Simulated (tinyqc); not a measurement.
Inside a calculation. Method: Hueckel theory of the pi electrons, for the molecule Nc1cccc[cH+]c1 (SMILES; centres numbered as the heavy atoms are written). One step of it, computed by the program tinyqc.

Question. Orbitals. Diagonalise; E = alpha + x beta with beta < 0, so the largest x are filled first; degenerate levels share their electrons. P = sum n_i c_ri c_si; each orbital has its largest coefficient positive (the first on a tie).

Hueckel matrix in units of beta (H = alpha + beta A), order 1N, 2C, 3C, 4C, 5C, 6C, 7C, 8C:
```
[[1.500000, 0.800000, 0.000000, 0.000000, 0.000000, 0.000000, 0.000000, 0.000000],
 [0.800000, 0.000000, 1.000000, 0.000000, 0.000000, 0.000000, 0.000000, 1.000000],
 [0.000000, 1.000000, 0.000000, 1.000000, 0.000000, 0.000000, 0.000000, 0.000000],
 [0.000000, 0.000000, 1.000000, 0.000000, 1.000000, 0.000000, 0.000000, 0.000000],
 [0.000000, 0.000000, 0.000000, 1.000000, 0.000000, 1.000000, 0.000000, 0.000000],
 [0.000000, 0.000000, 0.000000, 0.000000, 1.000000, 0.000000, 1.000000, 0.000000],
 [0.000000, 0.000000, 0.000000, 0.000000, 0.000000, 1.000000, 0.000000, 1.000000],
 [0.000000, 1.000000, 0.000000, 0.000000, 0.000000, 0.000000, 1.000000, 0.000000]]
```

pi electrons, sum of z_r less the charge = 8

Give: x values; occupations; coefficients; charge and bond-order matrix P.

Answer.

x values: [2.219, 1.712, 1.247, 0.963, -0.445, -0.535, -1.802, -1.860]

occupations: [2.000, 2.000, 2.000, 2.000, 0.000, 0.000, 0.000, 0.000]

coefficients, order 1N, 2C, 3C, 4C, 5C, 6C, 7C, 8C:
```
[[0.565, 0.577, 0.000, 0.537, 0.000, -0.204, 0.000, -0.134],
 [0.508, 0.153, 0.000, -0.360, 0.000, 0.520, 0.000, 0.565],
 [0.338, -0.100, 0.418, -0.388, 0.521, -0.057, 0.232, -0.471],
 [0.241, -0.324, 0.521, -0.014, -0.232, -0.489, -0.418, 0.312],
 [0.198, -0.455, 0.232, 0.375, -0.418, 0.319, 0.521, -0.109],
 [0.198, -0.455, -0.232, 0.375, 0.418, 0.319, -0.521, -0.109],
 [0.241, -0.324, -0.521, -0.014, 0.232, -0.489, 0.418, 0.312],
 [0.338, -0.100, -0.418, -0.388, -0.521, -0.057, -0.232, -0.471]]
```

charge and bond-order matrix P, order 1N, 2C, 3C, 4C, 5C, 6C, 7C, 8C:
```
[[1.880, 0.364, -0.150, -0.116, 0.101, 0.101, -0.116, -0.150],
 [0.364, 0.822, 0.592, 0.156, -0.208, -0.208, 0.156, 0.592],
 [-0.150, 0.592, 0.898, 0.674, 0.127, -0.260, -0.197, 0.200],
 [-0.116, 0.156, 0.674, 0.870, 0.622, 0.138, -0.216, -0.197],
 [0.101, -0.208, 0.127, 0.622, 0.881, 0.665, 0.138, -0.260],
 [0.101, -0.208, -0.260, 0.138, 0.665, 0.881, 0.622, 0.127],
 [-0.116, 0.156, -0.197, -0.216, 0.138, 0.622, 0.870, 0.674],
 [-0.150, 0.592, 0.200, -0.197, -0.260, 0.127, 0.674, 0.898]]
```
